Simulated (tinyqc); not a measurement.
Donors with valley-orbit split 1s states, step by step. Values are carried at full precision from step to step, so a last printed digit may differ when a step is redone from the rounded ones.

Each donor binds at most one electron, in any of its states. For a site s, W_s = sum over its states of g exp(E/kT), and the ionised share is 1/(1 + W_s exp(eta)), eta = (EF - Ec)/kT; n = Nc F_1/2(eta); neutrality n + NA = ND x (mean ionised share); holes are neglected. Nc from N = 2 (m kB T/(4 pi c))^(3/2) with c = hbar^2/2m0, in 1/angstrom^3; times 1e24 for 1/cm^3, m = md. F_j(eta) = (1/Gamma(j + 1)) integral_0^infinity x^j dx/(1 + exp(x - eta)), which tends to exp(eta) for eta << 0.

Constants: hbar^2/2m0 = 3.80998211 eV angstrom^2; kB = 8.617333262e-05 eV/K.

Parameters, chosen for this exercise (near those of Sb in Si; the results hold for these values, not for the real material): md = 1.06 m0 (density-of-states mass of the conduction band); E = (42.3, 32.6, 29.9) meV (binding energies of 1s(A1), 1s(T2), 1s(E)); g = (2, 6, 4) (their degeneracies with spin); T = 400 K; ND = 1.5e+17 1/cm^3 (donors); NA = 0 1/cm^3 (compensating acceptors, all ionised); mu0 = 66 cm^2/(V s) (mobility at heavy doping); mu1 = 1379 cm^2/(V s) (mobility at light doping and 300 K); Nr = 1.1e+17 1/cm^3 (reference doping); de = 0.72 (doping exponent); ga = 2.3 (temperature exponent).

## Partition sums of the neutral donor

Give each term g exp(E/kT), W_s, and the effective degeneracy W_s exp(-E_ground/kT).

Nc = 4.2164e+19 1/cm^3

terms: 1s(A1) 6.823, 1s(T2) 15.45, 1s(E) 9.523

W_s: donor 31.795

effective degeneracy: donor 9.320

The ground state alone would give 2 and all states together 12; here the excited states hold 79 % of the bound electrons.

## Neutrality

Solve for eta.

eta = -5.735
n = 1.36e+17 1/cm^3

ionised share: donor 0.907

n is 0.907 of ND - NA.

## Mobility and resistivity

Mobility (Caughey-Thomas form): mu = mu0 + (mu1 (T/300)^(-ga) - mu0)/(1 + ((ND + NA)/Nr)^de); rho = 1/(e n mu), e = 1.602176634e-19 C.

Compare with full ionisation, n = ND - NA.

mu = 352.9 cm^2/(V s)
rho = 0.130 ohm cm
rho at full ionisation = 0.118 ohm cm

Incomplete ionisation raises rho by a factor 1.1.

## Checks

- n at ND = 1e13 1/cm^3 against the root of n^2 = (Nc/W)(ND - n) (1/cm^3): both 1.000e+13.

Run: tinyqc, `OMP_NUM_THREADS=1 python tinyqc.py 1652548 1652549 out.jsonl`; Intel(R) Xeon(R) Processor @ 2.30GHz, one thread, shared host; about 0.01 s of CPU time with all checks.
